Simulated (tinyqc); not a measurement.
What each parameter does: Schottky barriers and band offsets from neutrality levels.

Pinning factor S = 1/(1 + 0.1 (eps - 1)^2); depth of the neutrality level below vacuum PhiN = chi + Eg - EN. Barrier for electrons phi_n = S (WM - PhiN) + (PhiN - chi), for holes phi_p = Eg - phi_n; effective work function PhiN + S (WM - PhiN).

Offset of the conduction edges, dEc = Ec(2) - Ec(1) = (chi1 - PhiN1) - (chi2 - PhiN2) + S (PhiN1 - PhiN2), PhiN = chi + Eg - EN, S = 1/(1 + 0.1 (eps - 1)^2) of the material with the wider gap; dEv = Ev(1) - Ev(2) = Eg2 - Eg1 - dEc.

Inputs chosen for the exercise: Eg1 = 0.68 eV (gap of material 1, near Ge); chi1 = 3.97 eV (its electron affinity); eps1 = 16.36 (its optical dielectric constant); EN1 = 0.09 eV (its neutrality level above the valence top); Eg2 = 4.45 eV (gap of material 2, near Ta2O5); chi2 = 3.35 eV (its electron affinity); eps2 = 4.92 (its optical dielectric constant); EN2 = 3.45 eV (its neutrality level above the valence top); WM = 4.58 eV (work function of a metal).

Barriers of the metal on material 1 and offsets of material 2.

One parameter was then changed.

Results before and after:

| case | phi_n (eV) | phi_p (eV) | dEc (eV) | dEv (eV) |
|---|---|---|---|---|
| base | 0.591 | 0.089 | 0.493 | 3.277 |
| changed | 0.607 | 0.073 | 0.493 | 3.277 |

Which of these changes was made? (a) chi2 = 3.15 eV; (b) EN1 = 0.19 eV; (c) EN2 = 3.75 eV; (d) WM = 4.98 eV; (e) chi1 = 4.17 eV; (f) eps2 = 5.42; (g) Eg2 = 4.75 eV; (h) eps1 = 14.86.

Answer: (d) WM = 4.98 eV. Of the candidates, run in turn, only this one gives the changed row.

All candidates:

| case | phi_n (eV) | phi_p (eV) | dEc (eV) | dEv (eV) |
|---|---|---|---|---|
| base | 0.591 | 0.089 | 0.493 | 3.277 |
| chi1 = 4.17 eV | 0.583 | 0.097 | 0.572 | 3.198 |
| EN1 = 0.19 eV | 0.495 | 0.185 | 0.553 | 3.217 |
| eps1 = 14.86 | 0.591 | 0.089 | 0.493 | 3.277 |
| Eg2 = 4.75 eV | 0.591 | 0.089 | 0.675 | 3.395 |
| chi2 = 3.15 eV | 0.591 | 0.089 | 0.572 | 3.198 |
| EN2 = 3.75 eV | 0.591 | 0.089 | 0.311 | 3.459 |
| eps2 = 5.42 | 0.591 | 0.089 | 0.481 | 3.289 |
| WM = 4.98 eV | 0.607 | 0.073 | 0.493 | 3.277 |

tinyqc: `OMP_NUM_THREADS=1 python tinyqc.py 1850867 1850868 out.jsonl`; about 0.01 s, one thread, shared Intel(R) Xeon(R) Processor @ 2.30GHz.
